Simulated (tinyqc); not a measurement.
## Effect of the position of a charge sheet

One sheet of 1.5e12 cm^-2 lies at the depth x from the gate; it shifts Vfb by -(q/eps0) Q s, with s = x/e2 in layer 2 and t2/e2 + (x - t2)/e1 in layer 1, and it induces the share s/(t1/e1 + t2/e2) of its image in the semiconductor.

Parameters, values chosen for the exercise:
- t1 = 1.2 nm (thickness of layer 1, next to the semiconductor)
- e1 = 3.99 (relative permittivity of layer 1)
- t2 = 2.1 nm (thickness of layer 2, next to the gate)
- e2 = 25.4 (relative permittivity of layer 2)

Constants: q = 1.602176634e-19 C, eps0 = 8.8541878128e-14 F/cm where lengths are in cm. Results are converted to the units shown.

Effect of the position of a charge sheet:

| x (nm) | shift (mV) | image in the semiconductor (%) |
|---|---|---|
| 0 | 0 | 0 |
| 0.41 | -4.381 | 4.210 |
| 0.82 | -8.763 | 8.420 |
| 1.24 | -13.25 | 12.73 |
| 1.65 | -17.63 | 16.94 |
| 2.06 | -22.01 | 21.15 |
| 2.47 | -47.61 | 45.75 |
| 2.89 | -76.18 | 73.20 |
| 3.3 | -104.1 | 100.0 |

The shift grows from 0 at the gate to -104 mV at the semiconductor, by -10.7 mV/nm in layer 2 and -68.0 mV/nm in layer 1, the ratio of the permittivities. A sheet between the layers has 21.6 % of its full effect.

Numbers from tinyqc (`OMP_NUM_THREADS=1 python tinyqc.py 2010057 2010058 out.jsonl`; about 0.01 s on one thread of a shared Intel Xeon 2.30GHz).
